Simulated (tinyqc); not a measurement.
Hueckel theory of the pi electrons with the omega technique, for the molecule c1ccc2[nH]ccc2c1 (SMILES; centres numbered as the heavy atoms are written), step by step. One step of it, computed by the program tinyqc.

Problem. Omega technique, round 2. h_r = h_r(0) + omega q_r, omega = 1.4, with q_r = z_r - P_rr; 0.3 of the old diagonal is kept.

Hueckel matrix in units of beta (H = alpha + beta A):
```
          1C        2C        3C        4C        5N        6C        7C        8C
1C  0.000000  1.000000  0.000000  0.000000  0.000000  0.000000  0.000000  0.000000
2C  1.000000  0.000000  1.000000  0.000000  0.000000  0.000000  0.000000  0.000000
3C  0.000000  1.000000  0.000000  1.000000  0.000000  0.000000  0.000000  0.000000
4C  0.000000  0.000000  1.000000  0.000000  0.800000  0.000000  0.000000  1.000000
5N  0.000000  0.000000  0.000000  0.800000  1.500000  0.800000  0.000000  0.000000
6C  0.000000  0.000000  0.000000  0.000000  0.800000  0.000000  1.000000  0.000000
7C  0.000000  0.000000  0.000000  0.000000  0.000000  1.000000  0.000000  1.000000
8C  0.000000  0.000000  0.000000  1.000000  0.000000  0.000000  1.000000  0.000000
9C  1.000000  0.000000  0.000000  0.000000  0.000000  0.000000  0.000000  1.000000

          9C
1C  1.000000
2C  0.000000
3C  0.000000
4C  0.000000
5N  0.000000
6C  0.000000
7C  0.000000
8C  1.000000
9C  0.000000
```

charge and bond-order matrix P:
```
           1C         2C         3C         4C         5N         6C         7C         8C
1C   1.021055   0.635166  -0.025774  -0.289193   0.095633   0.028906  -0.103587  -0.030138
2C   0.635166   1.019882   0.687335  -0.015333  -0.093369   0.191481   0.037750  -0.276245
3C  -0.025774   0.687335   1.022770   0.625266  -0.118052  -0.057579   0.015055   0.038449
4C  -0.289193  -0.015333   0.625266   1.002164   0.339703  -0.273988  -0.058216   0.574938
5N   0.095633  -0.093369  -0.118052   0.339703   1.802579   0.362033  -0.225711  -0.154362
6C   0.028906   0.191481  -0.057579  -0.273988   0.362033   1.022312   0.839535  -0.024562
7C  -0.103587   0.037750   0.015055  -0.058216  -0.225711   0.839535   1.058247   0.473502
8C  -0.030138  -0.276245   0.038449   0.574938  -0.154362  -0.024562   0.473502   1.032941
9C   0.700146  -0.019626  -0.341282   0.027565   0.053186  -0.217087  -0.029454   0.583976

           9C
1C   0.700146
2C  -0.019626
3C  -0.341282
4C   0.027565
5N   0.053186
6C  -0.217087
7C  -0.029454
8C   0.583976
9C   1.018050
```

Centres:

| centre | z_r, pi electrons of the neutral centre | h |
|---|---|---|
| 1C | 1 | 0.000000 |
| 2C | 1 | 0.000000 |
| 3C | 1 | 0.000000 |
| 4C | 1 | 0.000000 |
| 5N | 2 | 1.500000 |
| 6C | 1 | 0.000000 |
| 7C | 1 | 0.000000 |
| 8C | 1 | 0.000000 |
| 9C | 1 | 0.000000 |

Give: matrix after round 2.

Solution.

matrix after round 2:
```
         1C       2C       3C       4C      5N       6C       7C       8C
1C  -0.0289   1.0000   0.0000   0.0000  0.0000   0.0000   0.0000   0.0000
2C   1.0000  -0.0254   1.0000   0.0000  0.0000   0.0000   0.0000   0.0000
3C   0.0000   1.0000  -0.0315   1.0000  0.0000   0.0000   0.0000   0.0000
4C   0.0000   0.0000   1.0000  -0.0017  0.8000   0.0000   0.0000   1.0000
5N   0.0000   0.0000   0.0000   0.8000  1.7624   0.8000   0.0000   0.0000
6C   0.0000   0.0000   0.0000   0.0000  0.8000  -0.0148   1.0000   0.0000
7C   0.0000   0.0000   0.0000   0.0000  0.0000   1.0000  -0.0930   1.0000
8C   0.0000   0.0000   0.0000   1.0000  0.0000   0.0000   1.0000  -0.0442
9C   1.0000   0.0000   0.0000   0.0000  0.0000   0.0000   0.0000   1.0000

         9C
1C   1.0000
2C   0.0000
3C   0.0000
4C   0.0000
5N   0.0000
6C   0.0000
7C   0.0000
8C   1.0000
9C  -0.0228
```
